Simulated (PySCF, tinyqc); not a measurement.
Worked calculation: CCD on RHF in the sto-6g basis, for H6, spin multiplicity 1. The lowest restricted solution is unstable here: a spin-polarised one lies 0.0503 hartree lower (PySCF). One step of it, computed by the program tinyqc.

Task: Iteration 9 (converged): orbitals. Diagonalise F' = X^T F X, C = X C', fill 3 alpha and 3 beta electrons from the bottom; D = 2 C_occ C_occ^T. Each column has its largest component positive (the first on a tie).

converged F (hartree):
```
           1H 1s      2H 1s      3H 1s      4H 1s      5H 1s      6H 1s
1H 1s  -0.202673  -0.406988  -0.130567   0.007831   0.003003  -0.013061
2H 1s  -0.406988  -0.321239  -0.415023  -0.126926  -0.019754   0.002997
3H 1s  -0.130567  -0.415023  -0.324377  -0.405075  -0.126725   0.007816
4H 1s   0.007831  -0.126926  -0.405075  -0.324057  -0.414485  -0.130371
5H 1s   0.003003  -0.019754  -0.126725  -0.414485  -0.320913  -0.406998
6H 1s  -0.013061   0.002997   0.007816  -0.130371  -0.406998  -0.202670
```

X:
```
           1H 1s      2H 1s      3H 1s      4H 1s      5H 1s      6H 1s
1H 1s   1.077789  -0.255491   0.049337  -0.008840   0.002309  -0.000427
2H 1s  -0.255491   1.210235  -0.338724   0.055555  -0.012871   0.002311
3H 1s   0.049337  -0.338724   1.216483  -0.283271   0.055503  -0.008840
4H 1s  -0.008840   0.055555  -0.283271   1.216097  -0.338165   0.049278
5H 1s   0.002309  -0.012871   0.055503  -0.338165   1.209839  -0.255430
6H 1s  -0.000427   0.002311  -0.008840   0.049278  -0.255430   1.077778
```

Give: F' = X^T F X; orbital energies; coefficients C; D after iteration 9.

Result:

F' = X^T F X (hartree):
```
         1        2        3        4        5        6
1  -0.0368  -0.4069   0.0577   0.0190   0.0040  -0.0158
2  -0.4069   0.0454  -0.4218   0.0652  -0.0118   0.0040
3   0.0577  -0.4218   0.0465  -0.4229   0.0652   0.0189
4   0.0190   0.0652  -0.4229   0.0462  -0.4211   0.0576
5   0.0040  -0.0118   0.0652  -0.4211   0.0452  -0.4069
6  -0.0158   0.0040   0.0189   0.0576  -0.4069  -0.0368
```

orbital energies (hartree): MO1 -0.6281, MO2 -0.5043, MO3 -0.2803, MO4 0.1347, MO5 0.5126, MO6 0.8751

coefficients C:
```
          MO1      MO2      MO3      MO4      MO5      MO6
1H 1s  0.1559  -0.3328   0.5019   0.6060  -0.5802   0.3722
2H 1s  0.2964  -0.4273   0.2485  -0.2666   0.7991  -0.7786
3H 1s  0.3804  -0.1824  -0.4205  -0.4858  -0.3927   0.9671
4H 1s  0.3799   0.1831  -0.4207   0.4861  -0.3938  -0.9658
5H 1s  0.2955   0.4281   0.2483   0.2664   0.8002   0.7765
6H 1s  0.1554   0.3334   0.5016  -0.6057  -0.5811  -0.3713
```

D after iteration 9:
```
         1H 1s    2H 1s    3H 1s    4H 1s    5H 1s    6H 1s
1H 1s   0.7740   0.6263  -0.1821  -0.4258   0.0564   0.3302
2H 1s   0.6263   0.6644   0.1725  -0.1404  -0.0674   0.0565
3H 1s  -0.1821   0.1725   0.7096   0.5760  -0.1402  -0.4252
4H 1s  -0.4258  -0.1404   0.5760   0.7098   0.1724  -0.1819
5H 1s   0.0564  -0.0674  -0.1402   0.1724   0.6645   0.6264
6H 1s   0.3302   0.0565  -0.4252  -0.1819   0.6264   0.7739
```
